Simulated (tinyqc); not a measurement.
Tension along [110]: repopulation and mass change: two-band k.p model of the Delta valleys near the X point under shear strain.

Valley pair on the [001] axis, kz counted from the X point, c = hbar^2/2m0, k0 = kx0 2 pi/a. H = (c kz^2/ml + c (kx^2 + ky^2)/mt + c k0^2/ml) 1 + (2 c k0 kz/ml) sigma_z + (D exy - 2 c kx ky/Mp) sigma_x, so E = c kz^2/ml + c (kx^2 + ky^2)/mt + c k0^2/ml -/+ sqrt((2 c k0 kz/ml)^2 + (D exy - 2 c kx ky/Mp)^2). Without strain the lower band has its minima, E = 0, at kz = +/- k0. Shifts from diagonal strain are left out.

For |eta| < 1: k_min = k0 sqrt(1 - eta^2), E_min = -Delta eta^2/2, ml(eta) = ml/(1 - eta^2), 1/m[110] = 1/mt + eta/Mp, 1/m[1-10] = 1/mt - eta/Mp. For |eta| > 1 the minimum sits at X: E_min = -Delta (2 |eta| - 1)/2, ml(eta) = ml/(1 - 1/|eta|), and eta is replaced by its sign in the transverse masses. Here Delta = 2 c k0^2/ml and eta = D exy/Delta.

s11 = (C11 + C12)/((C11 - C12)(C11 + 2 C12)), s12 = -C12/((C11 - C12)(C11 + 2 C12)), s44 = 1/C44; exx = s11 sxx + s12 (syy + szz) and cyclic, exy = s44 sxy/2; tension is positive. A uniaxial stress X along the unit vector n is s_ij = X n_i n_j.

Constants: hbar^2/2m0 = 3.80998211 eV angstrom^2; kB = 8.617333262e-05 eV/K.

Inputs chosen for the exercise (near those of Si; shifted at random, so the results belong to these values and not to a real crystal):

| symbol | value | unit | meaning |
|---|---|---|---|
| a | 5.427 | angstrom | lattice constant |
| ml | 0.937 | m0 | longitudinal mass |
| mt | 0.2 | m0 | transverse mass |
| kx0 | 0.152 | 2 pi/a | distance of the minimum from X |
| D | 15 | eV | shear deformation potential |
| Mp | 0.246 | m0 | coupling mass |
| C11 | 167.4 | GPa |  |
| C12 | 63.4 | GPa |  |
| C44 | 78.9 | GPa |  |
| Xu | 8.91 | eV | uniaxial potential |
| T | 300 | K | temperature |

The z valleys move against the x and y valleys by Xu (ezz - exx) and, through the shear, by E_min. Share of the z valleys n = w/(w + 2 exp(dE/kT)), dE the total relative shift, w = sqrt(ml(eta) m[110] m[1-10]/(ml mt^2)). Along [110]: 1/m_c = n/m[110] + (1 - n)(1/ml + 1/mt)/2. Fixed masses means E_min = 0, w = 1, m[110] = mt. Gains are against 3/(1/ml + 2/mt) at a fixed scattering time.

Results:

| X (GPa) | Xu (ezz - exx) (meV) | E_min (meV) | m[110] | m_c fixed masses | m_c with shear | gain fixed (%) | gain with shear (%) |
|---|---|---|---|---|---|---|---|
| 0.00 | 0.0 | 0.0 | 0.2000 | 0.2711 | 0.2711 | 0.0 | 0.0 |
| 0.25 | -10.7 | -0.3 | 0.1926 | 0.2577 | 0.2519 | 5.2 | 7.6 |
| 0.50 | -21.4 | -1.1 | 0.1858 | 0.2449 | 0.2316 | 10.7 | 17.0 |
| 1.00 | -42.8 | -4.5 | 0.1734 | 0.2244 | 0.1954 | 20.8 | 38.7 |
| 1.50 | -64.3 | -10.1 | 0.1626 | 0.2119 | 0.1708 | 27.9 | 58.7 |
| 2.00 | -85.7 | -17.9 | 0.1530 | 0.2055 | 0.1556 | 31.9 | 74.2 |
| 3.00 | -128.5 | -40.4 | 0.1370 | 0.2011 | 0.1371 | 34.8 | 97.7 |

At 1 GPa repopulation alone gives 20.8 % and the shear terms raise it to 38.7 %. From 2 to 3 GPa the fixed-mass gain grows by 2.9 points, towards its ceiling of 35.5 % when all electrons sit in the z valleys, whereas the gain with shear grows by 23.5 points because m[110] keeps falling.

Computed by tinyqc, a small Python program: `OMP_NUM_THREADS=1 python tinyqc.py 1051284 1051285 out.jsonl` (the numbers bound the seed that draws the inputs); one thread of a shared host (Intel(R) Xeon(R) Processor @ 2.30GHz), about 0.01 s for the whole set of steps.
